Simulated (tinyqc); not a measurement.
CIS and TDHF on RHF in the sto-6g basis, for H2, spin multiplicity 1, step by step. Computed by tinyqc, a small Python program that keeps every step (integrals from PySCF). Settings: charge = 0, multiplicity = 1, basis = sto-6g, method = RHF, energy threshold = 1e-10, iteration cap = 52, orthogonalisation = symmetric, start = Wolfsberg-Helmholz matrix, DIIS depth = 6, TDHF = 1. Command: `OMP_NUM_THREADS=1 python tinyqc.py 22282 22283 out.jsonl` (the two numbers bound the seeds that draw the settings). One thread of a shared host (Intel(R) Xeon(R) Processor @ 2.60GHz), about 0.03 s of CPU time with the checks. The early iterations of the SCF are left out here.

## One-electron integrals

Geometry (angstrom):
```
atom         x         y         z
H     0.000000  0.000000  0.000000
H     0.000000  0.000000  0.984000
```

Basis sto-6g: exponents (1/bohr^2) and contraction coefficients of normalised primitives:
```
element  l (shell)   exponent  coefficient
H            s (1)  35.523221     0.009164
H            s (1)   6.513144     0.049361
H            s (1)   1.822143     0.168538
H            s (1)   0.625955     0.370563
H            s (1)   0.243077     0.416492
H            s (1)   0.100112     0.130334
```

Overlap, kinetic and nuclear-attraction integrals over the contracted functions; the nuclear repulsion is the sum of Za Zb / Rab.

nuclear repulsion = 0.53778172 hartree

overlap S:
```
          1H 1s     2H 1s
1H 1s  1.000000  0.506184
2H 1s  0.506184  1.000000
```

kinetic energy T (hartree):
```
          1H 1s     2H 1s
1H 1s  0.768522  0.117570
2H 1s  0.117570  0.768522
```

nuclear attraction V (hartree):
```
           1H 1s      2H 1s
1H 1s  -1.759682  -0.817217
2H 1s  -0.817217  -1.759682
```

core Hamiltonian H = T + V (hartree):
```
           1H 1s      2H 1s
1H 1s  -0.991160  -0.699647
2H 1s  -0.699647  -0.991160
```

## Two-electron integrals

Functions are numbered as in S; the eight-fold symmetry (ij|kl) = (ji|kl) = (kl|ij) leaves the list below.

Two-electron integrals (ij|kl) in chemists' order, unique and non-zero (hartree):
```
(11|11) 0.774999   (21|11) 0.316892   (21|21) 0.164648   (22|11) 0.483271
(22|21) 0.316892   (22|22) 0.774999
```

## Orthogonalisation

S = U s U^T; symmetric (Loewdin) form X = U s^(-1/2) U^T, so that X^T S X = 1.

eigenvalues of S: 0.493816  1.506184

X:
```
           1H 1s      2H 1s
1H 1s   1.118930  -0.304111
2H 1s  -0.304111   1.118930
```

## Starting guess

The start is the generalised Wolfsberg-Helmholz matrix (K = 1.75) built on H; D = 2 C_occ C_occ^T.

D at the start:
```
          1H 1s     2H 1s
1H 1s  0.663930  0.663930
2H 1s  0.663930  0.663930
```

## Iteration 2 (converged): orbitals

converged F (hartree):
```
           1H 1s      2H 1s
1H 1s  -0.257293  -0.485710
2H 1s  -0.485710  -0.257293
```

Diagonalise F' = X^T F X, C = X C', fill 1 alpha and 1 beta electrons from the bottom; D = 2 C_occ C_occ^T. Each column has its largest component positive (the first on a tie).

F' = X^T F X (hartree):
```
           1          2
1  -0.015373  -0.477929
2  -0.477929  -0.015373
```

orbital energies (hartree): MO1 -0.493302, MO2 0.462555

coefficients C:
```
            MO1        MO2
1H 1s  0.576164   1.006242
2H 1s  0.576164  -1.006242
```

D after iteration 2:
```
          1H 1s     2H 1s
1H 1s  0.663930  0.663930
2H 1s  0.663930  0.663930
```

## Convergence

Stop when the energy changes by less than 1e-10 hartree and every element of the error matrix X^T (F D S - S D F) X is below 3e-06.

Course of the cycle:
```
iteration  E (hartree)    change  largest element of the error matrix
1          -1.07809735         -                             1.01e-16
2          -1.07809735  0.000000                             1.01e-16
```

PySCF RHF in the same basis = -1.07809735 hartree

Converged in 2 iterations.

## Populations, bond orders and dipole

Mulliken: Z minus the diagonal of D S on the atom; Loewdin: the same with S^(1/2) D S^(1/2); Mayer order: 2 sum_s sum (D(s) S)_ij (D(s) S)_ji over the two atoms.

Charges (e):
```
atom  Mulliken  Loewdin
1H           0        0
2H           0        0
```

Mayer bond orders:
```
pair     order
2-1   1.000000
```

dipole moment about the origin, x y z (debye): 0.000000  0.000000  0.000000

## Integrals over molecular orbitals

(pq|rs) = sum C_ip C_jq C_kr C_ls (ij|kl), one index at a time.

one-electron integrals over orbitals h = C^T H C (hartree):
```
           1          2
1  -1.122577   0.000000
2   0.000000  -0.590326
```

Two-electron integrals over orbitals (pq|rs), unique and non-zero (hartree):
```
(11|11) 0.629275   (21|21) 0.196112   (22|11) 0.624497   (22|22) 0.656124
```

## CIS matrix, singlets

A(ia,jb) = (e_a - e_i) d_ij d_ab + 2 (ia|jb) - (ij|ab).

CIS matrix A, singlet (hartree):
```
          1>2
1>2  0.723584
```

## CIS singlet states

dipole integrals <i|r|a> (bohr):
```
            x         y          z
1>2  0.000000  0.000000  -1.078058
```

Diagonalise A (1 hartree = 27.211386 eV); each vector has its largest component positive (the first on a tie). The transition dipole is mu = sqrt2 sum c_ia <i|r|a>.

singlet excitation energies (eV): 19.689730

lowest vectors:
```
      state 1
1>2  1.000000
```

oscillator strengths 2/3 w |mu|^2: 1.121275

## TDHF (RPA) singlet states

B(ia,jb) = 2 (ia|jb) - (ib|ja); the squared energies are the eigenvalues of (A - B)(A + B); 1 hartree = 27.211386 eV.

TDHF matrix B, singlet (hartree):
```
          1>2
1>2  0.196112
```

squared energies w^2 (hartree^2): 0.485114

TDHF energies from the positive w^2 (eV): 18.952770

## CIS matrix, triplets

A(ia,jb) = (e_a - e_i) d_ij d_ab - (ij|ab).

CIS matrix A, triplet (hartree):
```
          1>2
1>2  0.331360
```

## CIS triplet states

Diagonalise A (1 hartree = 27.211386 eV); each vector has its largest component positive (the first on a tie).

triplet excitation energies (eV): 9.016779

lowest vectors:
```
      state 1
1>2  1.000000
```

## TDHF (RPA) triplet states

B(ia,jb) = - (ib|ja); the squared energies are the eigenvalues of (A - B)(A + B); 1 hartree = 27.211386 eV.

TDHF matrix B, triplet (hartree):
```
           1>2
1>2  -0.196112
```

squared energies w^2 (hartree^2): 0.071340

TDHF energies from the positive w^2 (eV): 7.268034
